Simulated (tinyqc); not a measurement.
Gupta-type many-body potential for a metal: one step, computed by the program tinyqc. Command: `OMP_NUM_THREADS=1 python tinyqc.py 3031519 3031520 out.jsonl gupta walk`. One thread of a shared host (Intel(R) Xeon(R) Processor @ 2.30GHz), about 0.02 s of CPU time with the checks.

E_i = sum_j A exp(-p (r_ij/r0 - 1)) - xi rho_i^gamma, with rho_i = sum_j exp(-2 q (r_ij/r0 - 1)); gamma = 1/2 is the tight-binding second-moment form. The crystal is fcc unless stated; d is the neighbour distance and a fixed number of shells is kept.

Problem. Equilibrium of the fcc crystal. fcc shells: d sqrt(k), k = 1..5, with 12, 6, 24, 12, 24 atoms; Omega = d^3/sqrt2. Equilibrium: dE/dd = 0; B = d^2 E''(d)/(9 Omega).

Inputs (values chosen for the exercise, modelled on lead):
```
quantity                   value      unit
repulsion A               0.0947        eV
hopping xi                 0.881        eV
decay p                     9.55         -
decay q                     3.71         -
reference distance r0      3.501  angstrom
shells kept                    3         -
embedding exponent gamma     0.5         -
```

Constants: 1 eV/angstrom^3 = 160.2176634 GPa.

Give: neighbour distance d; lattice constant; cohesive energy E_c; bulk modulus B.

Solution.

neighbour distance d = 3.467 angstrom

lattice constant = 4.903 angstrom

cohesive energy E_c = 1.954 eV

bulk modulus B = 41.65 GPa
